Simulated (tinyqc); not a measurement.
Born-von Karman spring model of a cubic crystal with one atom per cell. Which input was changed? Computed by tinyqc, a small Python program. Command: `OMP_NUM_THREADS=1 python tinyqc.py 3013926 3013927 out.jsonl springs which`. One thread of a shared host (Intel(R) Xeon(R) Processor @ 2.30GHz), about 0.6 s of CPU time with the checks.

First neighbours lie at a/2 (1,1,1) (8 of them), second at a (1,0,0) (6), with all permutations and signs; the volume per atom is Omega = a^3/2.

Inputs (values chosen for the exercise, for a model crystal):

| quantity | value | unit |
|---|---|---|
| lattice constant a | 4.74 | angstrom |
| atomic mass M | 186 | u |
| radial spring k1L | 0.486 | eV/angstrom^2 |
| transverse spring k1T | -0.00063 | eV/angstrom^2 |
| radial spring k2L | 0.27 | eV/angstrom^2 |
| transverse spring k2T | 0.012 | eV/angstrom^2 |
| mesh divisions n | 10 | - |
| temperature T | 77 | K |

Lattice: bcc.

Constants: 1 eV/angstrom^3 = 160.2176634 GPa; u = 1.6605390666e-27 kg; nu for 1 eV/(angstrom^2 u) = 15.6333042 THz; h x 1 THz = 4.135667696 meV; k_B = 8.617333262e-05 eV/K; hbar^2/u = 4.18015928e-03 eV angstrom^2; hbar = 1.054571817e-34 J s; k_B = 1.380649e-23 J/K.

Method:
- [ij,kl] = (1/(2 Omega)) sum_R K_ij R_k R_l; C11 = [xx,xx], C44 = [xx,yy], C12 = 2 [xy,xy] - C44; B = (C11 + 2 C12)/3; Zener ratio A = 2 C44/(C11 - C12). K(R) = kL n n^T + kT (1 - n n^T).
- rho = M/Omega and v = sqrt(C/rho), with C = C11, C44, C44 along [100]; (C11 + C12 + 2 C44)/2, C44, (C11 - C12)/2 along [110]; (C11 + 2 C12 + 4 C44)/3 and twice (C11 - C12 + C44)/3 along [111].
- A neighbour at R with unit vector n couples by the matrix K(R) = kL n n^T + kT (1 - n n^T), and D(q) = (1/M) sum_R K(R) [1 - cos(q.R)].
- An eigenvalue lambda of D in eV/(angstrom^2 u) gives nu = 15.6333042 THz x sqrt(lambda).
- Mesh: q = sum_i (m_i + 1/2)/n b_i, m_i = 0..n-1, with b = [[0, 1, 1], [1, 0, 1], [1, 1, 0]] in 2 pi/a; sums are averages over the n^3 points, per atom.
- With x = h nu/(k_B T) and n = 1/(exp(x) - 1) for each mode: F = k_B T [x/2 + ln(1 - exp(-x))], U = k_B T x (n + 1/2), S/k_B = x n - ln(1 - exp(-x)), C/k_B = x^2 n (n + 1).
- <u_x^2> = (1/3) sum over modes of hbar^2/(2 M h nu) coth(x/2); zero-point energy = sum h nu/2. <u_x^2> converges slowly with the mesh, from below, with an error of order 1/n.
- Christoffel matrix G_xx = C11 n_x^2 + C44 (1 - n_x^2), G_xy = (C12 + C44) n_x n_y, with eigenvalues rho v^2; v_m^-3 is the mean of v^-3 over three branches and all directions (12 Gauss-Legendre points in cos(theta) times 24 angles phi = (j + 1/2) pi/12); q_D = (6 pi^2/Omega)^(1/3); Theta = hbar v_m q_D/k_B.

Problem. One of these inputs alone was changed, within the range given: radial spring k1L (0.243 to 0.972); radial spring k2L (0.135 to 0.54); transverse spring k1T (-0.00126 to -0.000315); temperature T (40 to 154). Which one, and to what value?

Results:

| run | zero-point energy (meV/atom) | elastic Debye temperature (K) | entropy S (k_B/atom) |
|---|---|---|---|
| before | 9.446790 | 119.4017 | 3.391284 |
| after | 9.829854 | 123.2602 | 3.285689 |

Solution.

Each candidate set to reproduce zero-point energy, and what it then gives:

| candidate | range searched | value needed | elastic Debye temperature (K) | entropy S (k_B/atom) |
|---|---|---|---|---|
| radial spring k1L (eV/angstrom^2) | 0.243 to 0.972 | 0.5460 | 123.26 | 3.2857 |
| radial spring k2L (eV/angstrom^2) | 0.135 to 0.54 | 0.3449 | 125.31 | 3.2759 |
| transverse spring k1T (eV/angstrom^2) | -0.00126 to -0.000315 | out of reach | - | - |
| temperature T (K) | 40 to 154 | no effect | - | - |

Only radial spring k1L fits every result: it went from 0.486 to 0.546 eV/angstrom^2. The next best candidate, radial spring k2L, misses one result by 1.7 %.
